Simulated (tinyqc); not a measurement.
Effective mass of the conduction band from tabulated energies: one step. Finite differences. Two cases, with inputs chosen for the exercise.

Problem. The band is even in k. m = c k^2/E(k) from the points 1, 2, 4 (k = 0 is point 0); Richardson from points 1 and 2: c/m = [16 E(k1) - E(k2)]/(12 k1^2).

c = hbar^2/2m0. A uniform scatter of up to 0.1 meV has been added to mimic numerical noise.
Constants: hbar^2/2m0 = 3.80998211 eV angstrom^2.

Give: m from points 1, 2, 4; m by Richardson.

Case 1.

Energies along [100], from the band edge:
```
k (1/angstrom)     E (meV)
0.0000000         0.000000
0.0038000         2.220200
0.0076000         8.402600
0.0114000        18.364900
0.0152000        31.674300
0.0190000        47.768000
0.0228000        65.860900
0.0266000        85.687600
0.0304000       106.943700
```

reference mass (curvature of the model at k = 0.0001 1/angstrom) = 0.0257001 m0

Solution.

m from points 1, 2, 4 (m0): [0.02478, 0.02619, 0.02779]

m by Richardson = 0.02434 m0

Errors against the reference: -3.58, +1.91 and +8.14 % and -5.28 %. The extrapolation does not help: a scatter of 0.1 meV is 5 % of the first energy, and the formula weights that point by 4/3.

Case 2.

Energies along [110], from the band edge:
```
k (1/angstrom)    E (meV)
0.0000000        0.000000
0.0018000        0.820500
0.0036000        3.621900
0.0054000        7.995200
0.0072000       14.055400
0.0090000       21.324400
0.0108000       29.740800
0.0126000       39.216100
0.0144000       49.646000
```

reference mass (curvature of the model at k = 0.0001 1/angstrom) = 0.0134001 m0

Solution.

m from points 1, 2, 4 (m0): [0.01504, 0.01363, 0.01405]

m by Richardson = 0.01558 m0

Errors against the reference: +12.27, +1.74 and +4.87 % and +16.29 %. The extrapolation does not help: a scatter of 0.1 meV is 12 % of the first energy, and the formula weights that point by 4/3.

Computed by tinyqc, one run a case: `OMP_NUM_THREADS=1 python tinyqc.py N N+1 out.jsonl` with N = 1880410, 1880727; one thread of a shared Intel(R) Xeon(R) Processor @ 2.30GHz, about 0.01 s a run at most.
